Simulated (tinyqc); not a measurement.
CMOS latch-up, two-transistor model: course of the iteration: response to the injected current, once round the loop per iteration.

A parasitic pnp (emitter at Vdd, base shunted by Rw) and npn (emitter at ground, base shunted by Rs) feed each other: the npn collector current flows out of the pnp base node, the pnp collector current into the npn base node. Forward-active transistors with constant gains: Icn = Isn exp(Vn/Vt), Icp = Isp (exp(Vp/Vt) - 1). A current Ii is injected into the npn base node.

Icn = Isn exp(Vn/Vt); Vp solves Vp/Rw + Icp/bp = Icn; Vn(new) solves Vn/Rs + (Isn/bn) exp(Vn/Vt) = Icp + Ii.

Stop when Vn changes by less than 1e-9 V, or after 150 iterations. Vn must stay below 1.1 V.

Inputs (values chosen for the exercise); values close to those of bulk CMOS:
- T = 400 K (temperature)
- bn = 13.2 (current gain of the npn)
- bp = 5.6 (current gain of the pnp)
- Isn = 7.1e-10 A (saturation current of the npn at T)
- Isp = 2.3e-10 A (saturation current of the pnp at T)
- Rs = 690 ohm (substrate resistance shunting the npn)
- Rw = 220 ohm (well resistance shunting the pnp)
- Ii = 0.931 mA (current injected into the substrate)

Constants: q = 1.602176634e-19 C, kB = 1.380649e-23 J/K, Vt = kB T/q. Results are converted to the units shown.

Vn at the start = 0.36 V

Course of the iteration:
```
iteration	Vn (V)	|change| (V)
1	0.517922	0.158
2	0.560996	0.0431
3	0.694251	0.133
4	0.842253	0.148
5	0.990568	0.148
6	1.13889	0.148
```

Did this iteration meet its convergence test, and what does its course show?

No. Stopped after 6 iteration(s) without a result. Vn climbs without settling and passes 1.1 V: Ii = 0.931 mA exceeds the trigger current of 0.8518 mA, so no off state exists and the structure latches. A rerun with Ii = 0.77 mA converges in 4 iterations.

tinyqc, about 0.04 s, one thread, Intel Xeon 2.30GHz (shared host): `OMP_NUM_THREADS=1 python tinyqc.py 2670022 2670023 out.jsonl`
